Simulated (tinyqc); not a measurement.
Inside a calculation. Model: metal-interlayer-semiconductor contact, depinning against tunnelling resistance.

Numbers from tinyqc (`OMP_NUM_THREADS=1 python tinyqc.py 2270136 2270137 out.jsonl`; about 0.04 s on one thread of a shared Intel Xeon 2.30GHz). Printed values are rounded.

Zero bias, n-type semiconductor. Gap states at the semiconductor surface thin out as exp(-be ti), which unpins the barrier; electrons must then cross the interlayer (a rectangular barrier, no voltage drop across it) and the parabolic depleted layer, both by WKB. Energies E are counted from the Fermi level; no image force, parabolic bands.

Inputs (values chosen for the exercise); semiconductor values close to those of germanium; interlayer mass of the order of that in strontium titanate, offset chosen freely: temperature T = 300 K; band gap Eg = 0.685 eV; relative permittivity eps_r = 16.5; electron affinity chi = 3.98 eV; conduction-band density of states at T Nc = 1.04e19 cm^-3; tunnelling mass in the semiconductor mt = 0.116 m0; Richardson mass mA = 1.13 m0; donor density Nd = 1.2e19 cm^-3; charge-neutrality level above the valence band E0 = 0.09 eV; pinning factor without interlayer S0 = 0.049; metal work function phiM = 4.4 eV; interlayer thickness ti = 0.3 nm; conduction-band offset of the interlayer above the semiconductor dE = 0.21 eV; tunnelling mass in the interlayer mi = 0.62 m0; decay constant of gap states through the interlayer be = 5.2 1/nm.

Constants: q = 1.602176634e-19 C, kB = 1.380649e-23 J/K, eps0 = 8.8541878128e-12 F/m, hbar = 1.054571817e-34 J s, h = 6.62607015e-34 J s, m0 = 9.1093837015e-31 kg, Vt = kB T/q, hbar^2/(2 m0) = 0.0380998212 eV nm^2. Results are converted to the units shown.

## Pinning, barrier and scales

S = 1/(1 + (1/S0 - 1) exp(-be ti)); phiB = S (phiM - chi) + (1 - S)(Eg - E0); xi = Ec - EF deep inside, from Nd = Nc F(-xi/Vt), F(x) = (2/sqrt(pi)) int_0^infinity sqrt(u) du/(1 + exp(u - x)); band bending U = phiB - xi; E00 = (hbar/2) sqrt(Nd/(eps0 eps_r mt m0)) in volts; A = 4 pi q mA m0 kB^2/h^3.

S = 0.196914
phiB = 0.560540 eV
xi = -0.0140810 eV
U = 0.574621 eV
E00 = 0.0464887 eV
A = 135.796 A/(cm^2 K^2)

The interlayer moves the barrier from 0.586 eV to 0.561 eV; the unpinned limit is phiM - chi = 0.420 eV. E00/Vt = 1.80: by the usual rule of thumb (0.5 to 5) thermionic-field emission.

## Exponents and integrand on an energy grid

E, point 0 to 16 (eV): -0.01  0.01813  0.04625  0.07438  0.1025  0.13062  0.15875  0.18688  0.215  0.24312  0.27125  0.29938  0.3275  0.35562  0.38375  0.41188  0.44

With U = phiB - xi: for xi < E < phiB, y = (E - xi)/U and G1 = (U/E00) [sqrt(1 - y) - y ln((1 + sqrt(1 - y))/sqrt(y))], G1 = 0 above phiB; G2 = 2 ti sqrt(mi max(phiB + dE - E, 0)/C), C = hbar^2/(2 m0); f = 1/(1 + exp(E/Vt)); integrand exp(-G1 - G2) f.

```
point       G1       G2           f  integrand (1e-6)
0      12.0386  2.13837    0.595516           0.41485
1      10.5404  2.09949    0.331524           1.07415
2       9.3671  2.05988    0.143192           1.56049
3       8.3479  2.01948   0.0532949           1.67560
4       7.4354  1.97828   0.0186172           1.51913
5       6.6053  1.93619  0.00635204           1.23986
6       5.8433  1.89316  0.00214874           0.93814
7       5.1404  1.84912  7.24835e-4           0.66791
8       4.4904  1.80403  2.44373e-4           0.45124
9       3.8884  1.75778  8.23622e-5           0.29083
10      3.3307  1.71026  2.77452e-5           0.17944
11      2.8151  1.66138  9.34616e-6           0.10629
12      2.3401  1.61104  3.14949e-6           0.06058
13      1.9041  1.55908  1.06132e-6           0.03325
14      1.5066  1.50530  3.57506e-7           0.01759
15      1.1477  1.44953  1.20426e-7           0.00897
16      0.8283  1.39155  4.05812e-8           0.00441
```

## Contact resistivity

1/rho_c = (A T^2/Vt^2) I, with I the trapezoid sum of the integrand over the grid.

I = 2.82178e-7 eV
rho_c = 1.9379e-4 ohm cm^2

A fine grid from xi upwards gives rho_c = 1.917e-4 ohm cm^2; the coarse value is 1.1 % above it. The integrand peaks at E = 0.070 eV, and 0.0012 % of the current flows above phiB. Tunnelling through the interlayer costs a factor of 7.19 at this barrier height; the bare contact (ti = 0) has rho_c = 4.38e-5 ohm cm^2, so with the interlayer rho_c is 4.37 times that.
